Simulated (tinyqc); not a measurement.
# Memristor with linear dopant drift, Biolek window: effects of single changes

A film of thickness D has a doped share x: R = Ron x + Roff (1 - x), i = v/R, dx/dt = k i F with k = mv Ron/D^2 and F = 1 - x^(2 p) for i >= 0 and 1 - (x - 1)^(2 p) for i < 0. The drive is v = V0 sin(2 pi f t). The model has no threshold and no heating.

Parameters, values chosen for the exercise:
- Ron = 100 ohm (resistance of the fully doped film)
- Roff = 5000 ohm (resistance of the undoped film)
- D = 15 nm (film thickness)
- mv = 1e-14 m^2/(V s) (dopant mobility)
- x0 = 0.25 (doped share at t = 0)
- V0 = 1 V (amplitude)
- p = 5 (window exponent)
- f = 2.5 Hz (frequency)

Each table varies one quantity; the others keep the values above.

## Effect of the window exponent on the first half period

The equation is integrated to convergence over the first half period; the lobe area is the integral of i dv, down branch less up branch.

Effect of the window exponent on the first half period:

| p | x at half period | R0/R(half period) | peak i (uA) | lobe area (uW) |
|---|---|---|---|---|
| 1 | 0.3983 | 1.238 | 294.0 | 20.90 |
| 2 | 0.4157 | 1.274 | 297.1 | 23.89 |
| 3 | 0.4179 | 1.279 | 297.3 | 24.26 |
| 5 | 0.4183 | 1.279 | 297.4 | 24.31 |
| 8 | 0.4183 | 1.279 | 297.4 | 24.31 |
| 12 | 0.4183 | 1.279 | 297.4 | 24.31 |

Read the table: what changes, and by how much?

As p goes from 1 to 12, x at half period rises from 0.398 to 0.418, the resistance ratio rises from 1.24 to 1.28 and the lobe area rises from 20.9 to 24.3 uW.

## Effect of the doped share at t = 0 on the first half period

Same model as above.

Effect of the doped share at t = 0 on the first half period:

| x0 | x at half period | R0/R(half period) | peak i (uA) | lobe area (uW) |
|---|---|---|---|---|
| 0.02 | 0.1430 | 1.140 | 217.4 | 9.492 |
| 0.07 | 0.2005 | 1.159 | 230.6 | 11.33 |
| 0.11 | 0.2472 | 1.177 | 242.4 | 13.17 |
| 0.16 | 0.3067 | 1.206 | 259.3 | 16.11 |
| 0.2 | 0.3555 | 1.234 | 274.8 | 19.18 |
| 0.25 | 0.4183 | 1.279 | 297.4 | 24.31 |

What does the table show?

As x0 goes from 0.02 to 0.25, x at half period rises from 0.143 to 0.418, the resistance ratio rises from 1.14 to 1.28 and the lobe area rises from 9.49 to 24.3 uW.

tinyqc, about 0.1 s, one thread, Intel Xeon 2.30GHz (shared host): `OMP_NUM_THREADS=1 python tinyqc.py 2880031 2880032 out.jsonl`
